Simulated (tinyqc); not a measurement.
# p-type polysilicon, carrier trapping at grain boundaries: what changes with what

One-dimensional grains of size Lg, uniform ionised doping N, monovalent traps Qt at each boundary at a depth Et below (for electrons) or above (for holes) the band edge there, abrupt depletion of width W on each side of a boundary, Boltzmann statistics. xi is the distance from the band edge at the grain centre to the Fermi level. Trapped charge Qt/(1 + exp((xi + VB - Et)/Vt)) = 2 N W, barrier VB = q N W^2/(2 eps0 eps_r).

Values chosen for this exercise; values of the order met in polycrystalline silicon:
- T = 300 K (temperature)
- eps_r = 11.7 (relative permittivity)
- NB = 2.65e19 cm^-3 (valence-band density of states at T)
- Lg = 27 nm (grain size)
- Qt = 4.1e12 cm^-2 (trap density of a grain boundary)
- Et = 0.38 eV (depth of the trap level from the majority band edge at the boundary)
- ms = 0.38 m0 (mass for thermionic emission)
- fe = 0.5 (correction factor of the emission rate)
- mug = 98 cm^2/(V s) (mobility inside the grains)
- N = 4.1e17 cm^-3 (doping)

Constants: q = 1.602176634e-19 C, kB = 1.380649e-23 J/K, m0 = 9.1093837015e-31 kg, Vt = kB T/q, eps0 = 8.8541878128e-14 F/cm where lengths are in cm. Results are converted to the units shown.

Each table varies one quantity; the others keep the values above.

## Effect of the doping

If the trap equation with xi = Vt ln(NB/N) has a root W < Lg/2, the grain is partly depleted; otherwise W = Lg/2 and the trap equation gives xi = Et - VB + Vt ln(Qt/(N Lg) - 1). N* = Qt/Lg. n0 = NB exp(-xi/Vt); mean density n0 (1 - 2 W/Lg) by charge balance in a partly depleted grain, and n0 (sqrt(pi)/2) erf(u)/u with u = sqrt(VB/Vt) in a fully depleted one; v = sqrt(kB T/(2 pi ms m0)); barrier resistivity Vt exp(VB/Vt)/(q fe n0 v Lg); grain resistivity (1 - 2 W/Lg)/(q n0 mug); effective mobility 1/(q mean density total resistivity). Rows with xi above 0.45 V, towards mid-gap, are left out, since the other carrier type is ignored.

Effect of the doping:
columns A: N (cm^-3); B: N/N*; C: depleted share 2 W/Lg; D: VB (V); E: xi (V); F: mean density (cm^-3); G: resistivity (ohm cm); H: effective mobility (cm^2/(V s))
```
A              B        C         D         E          F         G       H
7.6e16  0.050049   1.0000  0.010711   0.44538  7.6630e11     47463  171.61
1.3e17  0.085610   1.0000  0.018321   0.42291  1.6801e12     26709  139.09
2.1e17   0.13829   1.0000  0.029596   0.39770  3.9786e12     15581  100.68
3.6e17   0.23707   1.0000  0.050736   0.35948  1.4596e13    8047.3  53.140
6e17     0.39512   1.0000  0.084560   0.30645  9.1357e13    3828.1  17.847
1e18     0.65854   1.0000   0.14093   0.22209  1.8673e15    1296.6  2.5779
1.7e18    1.1195  0.88513   0.18770  0.071003  1.9528e17    22.936  1.3935
2.8e18    1.8439  0.54214   0.11598  0.058103  1.2820e18   0.87906  5.5383
4.7e18    3.0951  0.32308  0.069140  0.044713  3.1815e18  0.093695  20.938
8e18      5.2683  0.18981  0.040622  0.030963  6.4815e18  0.022928  42.000
```

What does the comparison show, and why?

As N goes from 7.6e16 to 8e18, VB goes from 0.0107 through a maximum of 0.188 (at N = 1.7e18 among the rows listed) to 0.0406 V, the resistivity falls from 47500 to 0.0229 ohm cm and the effective mobility goes from 172 through a minimum of 1.39 (at N = 1.7e18 among the rows listed) to 42.0 cm^2/(V s). The steepest fall of the resistivity among the rows, as N^(-7.6), lies between N = 1e18 and 1.7e18 cm^-3; N* = 1.52e18 cm^-3. While the grain is fully depleted VB grows as N; once the traps are full it falls as 1/N. For N = 2.8e18, 4.7e18, 8e18 xi is under 2.5 Vt, where Boltzmann statistics begin to fail. For N = 7.6e16, 1.3e17 VB is below Vt, where abrupt depletion and thermionic emission are rough. For N = 1.7e18 the grain is near the changeover between partial and full depletion, within a few Debye lengths, where both limits are rough. For N = 7.6e16, 1.3e17, 2.1e17 the effective mobility exceeds mug, since drift through the depleted part of the grain is left out.

## Effect of the grain size

Same model as above.

N* = Qt/Lg.

Result of one run:
columns A: Lg (nm); B: N/N*; C: depleted share 2 W/Lg; D: VB (V); E: xi (V); F: mean density (cm^-3); G: resistivity (ohm cm); H: effective mobility (cm^2/(V s))
```
A        B      C         D       E         F        G      H
10  0.1000  1.000  0.007926  0.4289  1.499e12  6.076e4  68.52
```

What becomes of these results when the grain size Lg is changed from 10 to 94 nm, all else the same?

Result of the changed run:
columns A: Lg (nm); B: N/N*; C: depleted share 2 W/Lg; D: VB (V); E: xi (V); F: mean density (cm^-3); G: resistivity (ohm cm); H: effective mobility (cm^2/(V s))
```
A        B       C       D       E         F      G        H
94  0.9400  0.6142  0.2642  0.1078  1.582e17  526.0  0.07501
```

The whole series:
columns A: Lg (nm); B: N/N*; C: depleted share 2 W/Lg; D: VB (V); E: xi (V); F: mean density (cm^-3); G: resistivity (ohm cm); H: effective mobility (cm^2/(V s))
```
A         B       C         D       E         F        G        H
10   0.1000   1.000  0.007926  0.4289  1.499e12  6.076e4    68.52
17   0.1700   1.000   0.02291  0.3981  4.185e12  1.939e4    76.92
31   0.3100   1.000   0.07617  0.3245  4.763e13     4848    27.03
53   0.5300   1.000    0.2226  0.1542  2.051e16     1130   0.2693
94   0.9400  0.6142    0.2642  0.1078  1.582e17    526.0  0.07501
160   1.600  0.3608    0.2642  0.1078  2.621e17    309.1  0.07706
290   2.900  0.1991    0.2642  0.1078  3.284e17    170.6   0.1114
500   5.000  0.1155    0.2642  0.1078  3.627e17    99.01   0.1738
```

As Lg goes from 10 to 500, VB rises from 0.00793 to 0.264 V, the resistivity falls from 60800 to 99.0 ohm cm and the effective mobility moves up and down between 0.0750 and 76.9 cm^2/(V s). For Lg = 10, 17 VB is below Vt, where abrupt depletion and thermionic emission are rough. For Lg = 53 the grain is near the changeover between partial and full depletion, within a few Debye lengths, where both limits are rough.

Program tinyqc, `OMP_NUM_THREADS=1 python tinyqc.py 2830256 2830257 out.jsonl`; Intel Xeon 2.30GHz, shared host, one thread, about 0.01 s.
